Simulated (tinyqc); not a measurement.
Double-gate transistor below threshold, two-dimensional Poisson equation on a small mesh: two steps of the calculation.

Half of a symmetric double-gate structure: row 0 is the mid-plane of the body, where the normal field vanishes. Mobile charge is neglected (subthreshold), the body is fully depleted, and potentials are counted from the intrinsic level; rows run upward to the gate, columns from source to drain.

Values chosen for this exercise:
- T = 400 K (temperature)
- Vbi = 0.53 V (potential of the source)

Constants: q = 1.602176634e-19 C, kB = 1.380649e-23 J/K, Vt = kB T/q. Results are converted to the units shown.

Question 1. Gauss-Seidel sweep. Free nodes: rows 0..3, columns 1..5, taken row by row from row 0, left to right. t = (up psi(above) + dn psi(below) + lat [psi(left) + psi(right)] + s)/(up + dn + 2 lat), with the newest neighbours; psi(new) = t.

psi at the start (fixed values on the edges, free nodes linear between source and drain columns) (V):
```
              j=0         j=1         j=2         j=3         j=4         j=5         j=6
row 0   0.5300000   0.6133330   0.6966670   0.7800000   0.8633330   0.9466670   1.0300000
row 1   0.5300000   0.6133330   0.6966670   0.7800000   0.8633330   0.9466670   1.0300000
row 2   0.5300000   0.6133330   0.6966670   0.7800000   0.8633330   0.9466670   1.0300000
row 3   0.5300000   0.6133330   0.6966670   0.7800000   0.8633330   0.9466670   1.0300000
row 4  -0.2100000  -0.2100000  -0.2100000  -0.2100000  -0.2100000  -0.2100000  -0.2100000
```

```
row         up         dn        lat  s (V)
0    21.018750          0  1.8631579      0
1    21.018750  21.018750  3.7263158      0
2    21.018750  21.018750  3.7263158      0
3    10.178571  21.018750  5.8421053      0
```

Find: psi after iteration 1.

Answer 1.

psi after iteration 1 (V):
```
          j=0     j=1     j=2     j=3     j=4     j=5     j=6
row 0   0.530   0.613   0.697   0.780   0.863   0.947   1.030
row 1   0.530   0.613   0.697   0.780   0.863   0.947   1.030
row 2   0.530   0.613   0.697   0.780   0.863   0.947   1.030
row 3   0.530   0.418   0.455   0.512   0.572   0.632   1.030
row 4  -0.210  -0.210  -0.210  -0.210  -0.210  -0.210  -0.210
```

Question 2. Barrier, swing and barrier lowering. The barrier is read along row 0, the path farthest from the gate. Take the node j of lowest psi: barrier Vbi - psi_j; swing Vt ln 10/(d psi_j/dVg); DIBL = (d psi_j/dVd)/(d psi_j/dVg). The derivatives solve the same equations with s = 0 and a unit change of that voltage.

converged psi (V):
```
              j=0         j=1         j=2         j=3         j=4         j=5         j=6
row 0   0.5300000   0.2381350   0.0876775   0.0734494   0.1980259   0.5048060   1.0300000
row 1   0.5300000   0.2256003   0.0756017   0.0611454   0.1818749   0.4854452   1.0300000
row 2   0.5300000   0.1856925   0.0394963   0.0248750   0.1333089   0.4233614   1.0300000
row 3   0.5300000   0.1106624  -0.0199354  -0.0332113   0.0525445   0.3051516   1.0300000
row 4  -0.2100000  -0.2100000  -0.2100000  -0.2100000  -0.2100000  -0.2100000  -0.2100000
```

d psi/dVg on row 0: j=0 0.00000000, j=1 0.41265606, j=2 0.64358416, j=3 0.71368744, j=4 0.64358416, j=5 0.41265606, j=6 0.00000000
d psi/dVd on row 0: j=0 0.0000000, j=1 0.0270010, j=2 0.0678595, j=3 0.1431563, j=4 0.2885564, j=5 0.5603430, j=6 1.0000000

Wanted: j; barrier; swing; DIBL.

Answer 2.

j = 3
barrier = 0.4566 V
swing = 111.2 mV/decade
DIBL = 200.6 mV/V

Program tinyqc, `OMP_NUM_THREADS=1 python tinyqc.py 2480087 2480088 out.jsonl`; Intel Xeon 2.30GHz, shared host, one thread, about 0.09 s.
